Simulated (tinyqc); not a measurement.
Worked calculation: carrier lifetime from Shockley-Read-Hall, radiative, Auger and surface recombination. Computed by tinyqc, a small Python program that keeps every step. Command: `OMP_NUM_THREADS=1 python tinyqc.py 3030060 3030061 out.jsonl lifetime walk`. One thread of a shared host (Intel(R) Xeon(R) Processor @ 2.30GHz), about 0.03 s of CPU time with the checks. Intermediate numbers are printed to about 6 digits and carried at full precision; extremes and crossings named in words are read from the listed rows.

Energies are counted from the top of the valence band. Boltzmann statistics, full ionisation, and equal excess densities of electrons and holes.

Inputs (values chosen for the exercise, with bands modelled on GaN):

| quantity | value | unit |
|---|---|---|
| gap E_g | 3.38 | eV |
| electron mass m_e | 0.204 | m_0 |
| valleys M_c | 1 | - |
| hole mass m_h | 1.38 | m_0 |
| temperature T | 300 | K |
| doping N | 9.9e+16 | cm^-3 |
| trap level E_t | 1.22 | eV |
| trap density N_t | 9.5e+13 | cm^-3 |
| electron cross-section sigma_n | 9.4e-16 | cm^2 |
| hole cross-section sigma_p | 3.1e-16 | cm^2 |
| radiative coefficient B | 1.2e-10 | cm^3/s |
| Auger coefficient C_n | 1e-30 | cm^6/s |
| Auger coefficient C_p | 1.4e-30 | cm^6/s |
| excess density dn | 4.4e+16 | cm^-3 |
| generation rate G | 1.3e+23 | cm^-3 s^-1 |
| diffusion coefficient D | 45 | cm^2/s |
| surface velocity S | 620 | cm/s |
| thickness W | 270 | micrometre |

Doping: n-type. Surface term: two equal surfaces.

Constants: m_0 = 9.1093837015e-31 kg; k_B = 1.380649e-23 J/K; h = 6.62607015e-34 J s; k_B = 8.617333262e-05 eV/K.

## Equilibrium densities

N_c = 2 M_c (2 pi m_e k_B T/h^2)^(3/2) and N_v = 2 (2 pi m_h k_B T/h^2)^(3/2), masses in units of m_0. n_i = sqrt(N_c N_v) exp(-E_g/2 k_B T); majority density N/2 + sqrt(N^2/4 + n_i^2), minority density n_i^2 over it.

N_c = 2.31216e+18 cm^-3

N_v = 4.06809e+19 cm^-3

n_i = 3.94415e-10 cm^-3

n_0 = 9.90e+16 cm^-3

p_0 = 1.57135e-36 cm^-3

## Capture times and SRH densities

v = sqrt(3 k_B T/m) with m_e or m_h; tau_n0 = 1/(sigma_n v_n N_t), tau_p0 = 1/(sigma_p v_p N_t); n1 = N_c exp(-(E_g - E_t)/k_B T), p1 = N_v exp(-E_t/k_B T).

v_n = 2.58585e+07 cm/s

v_p = 9.94212e+06 cm/s

tau_n0 = 4.33057e-07 s

tau_p0 = 3.41535e-06 s

n1 = 1.19568e-18 cm^-3

p1 = 0.130105 cm^-3

n1 and p1 are both far below the doping: the level acts as a deep recombination centre.

## Surface lifetime

The slowest diffusion mode has x tan x = S W/(2 D) with 0 < x < pi/2 (bisection), and tau_s = W^2/(4 x^2 D). The common approximation is W/(2 S) + W^2/(pi^2 D).

x = 0.418354

tau_s = 2.31402e-05 s

approximate tau_s = 2.34156e-05 s

The approximation is off by 1.2 %. Surface and diffusion both limit.

## Lifetimes at the given injection

With n = n_0 + dn, p = p_0 + dn and U/dn = 1/tau: (n p - n_i^2)/dn = n_0 + p_0 + dn = s; 1/tau_SRH = s/[tau_p0 (n + n1) + tau_n0 (p + p1)]; 1/tau_rad = B s; 1/tau_Aug = (C_n n + C_p p) s; the rates add, with 1/tau_s. Radiative efficiency = tau_eff/tau_rad; effective diffusion length = sqrt(D tau_eff).

tau_SRH at dn = 3.54860e-06 s

tau_rad at dn = 5.82751e-08 s

tau_Aug at dn = 3.41789e-05 s

effective lifetime at dn = 5.70963e-08 s

radiative efficiency at dn = 0.979772

effective diffusion length at dn = 16.0291 micrometre

Radiative recombination carries 98 % of the rate; dn/N = 0.44 is intermediate injection. Caution: beyond low injection D should be the ambipolar coefficient.

## Steady state under generation

dn solves dn/tau_eff(dn) = G (60 bisections in ln dn between 1e-2 and 1e22 cm^-3); the splitting of the quasi-Fermi levels is k_B T ln(n p/n_i^2).

steady excess density = 9.70802e+15 cm^-3

lifetime in the steady state = 7.46771e-08 s

quasi-Fermi splitting under G = 3.08534 eV

The splitting, an upper bound for e V_oc, is 91 % of the gap.

## Lifetime against injection

Rows stop below half the smaller effective density of states.

Lifetimes (s):

| dn (cm^-3) | SRH | radiative | Auger | effective | radiative efficiency | fastest channel |
|---|---|---|---|---|---|---|
| 1.00e+10 | 3.41535e-06 | 8.41751e-08 | 1.02030e-04 | 8.17942e-08 | 0.971715 | radiative |
| 1.00e+11 | 3.41536e-06 | 8.41750e-08 | 1.02030e-04 | 8.17941e-08 | 0.971715 | radiative |
| 1.00e+12 | 3.41536e-06 | 8.41742e-08 | 1.02027e-04 | 8.17934e-08 | 0.971715 | radiative |
| 1.00e+13 | 3.41540e-06 | 8.41666e-08 | 1.01995e-04 | 8.17861e-08 | 0.971717 | radiative |
| 1.00e+14 | 3.41579e-06 | 8.40901e-08 | 1.01681e-04 | 8.17140e-08 | 0.971743 | radiative |
| 1.00e+15 | 3.41969e-06 | 8.33333e-08 | 9.86193e-05 | 8.09993e-08 | 0.971992 | radiative |
| 1.00e+16 | 3.45508e-06 | 7.64526e-08 | 7.45879e-05 | 7.44821e-08 | 0.974225 | radiative |
| 1.00e+17 | 3.63297e-06 | 4.18760e-08 | 1.48234e-05 | 4.12100e-08 | 0.984096 | radiative |
| 1.00e+18 | 3.80940e-06 | 7.58265e-09 | 3.64113e-07 | 7.41113e-09 | 0.977380 | radiative |

tau_SRH goes from 3.42e-6 s at low injection (the minority capture time, 3.42e-6 s) to 3.81e-6 s in the last row; at high injection it tends to tau_n0 + tau_p0 = 3.85e-6 s. Ruling channel by row: radiative from 1e10 cm^-3.

## Where in the gap a trap does harm

Low injection: tau = [tau_p0 (n_0 + n1) + tau_n0 (p_0 + p1)]/(n_0 + p_0). Depleted region (n = p = 0): generation lifetime tau_g = (tau_p0 n1 + tau_n0 p1)/n_i. n1 = N_c exp(-(E_g - E_t)/k_B T), p1 = N_v exp(-E_t/k_B T).

The same trap at other energies:

| E_t (eV) | SRH lifetime (s) | generation lifetime (s) |
|---|---|---|
| 0.203 | 3.48455e-06 | 1.73673e+19 |
| 0.507 | 3.41536e-06 | 1.35755e+14 |
| 0.845 | 3.41535e-06 | 2.84844e+08 |
| 1.183 | 3.41535e-06 | 5.97664e+02 |
| 1.521 | 3.41535e-06 | 1.25403e-03 |
| 1.690 | 3.41535e-06 | 2.63072e-06 |
| 1.859 | 3.41535e-06 | 5.62116e-04 |
| 2.197 | 3.41535e-06 | 2.67901e+02 |
| 2.535 | 3.41535e-06 | 1.27680e+08 |
| 2.873 | 3.41536e-06 | 6.08519e+13 |
| 3.177 | 3.44637e-06 | 7.78484e+18 |

The SRH lifetime (other channels left aside) stays within 10 % of its least value, among these rows, from E_t = 0.203 to 3.177 eV. The generation lifetime has a sharp minimum, among these rows at 1.69 eV and exactly at 1.700 eV, where tau_p0 n1 = tau_n0 p1, since generation needs two thermal jumps and the larger one rules.

Checks made by the program: n1 p1 = n_i^2 (relative difference below 1e-10); x tan x at the root (relative difference below 1e-10).
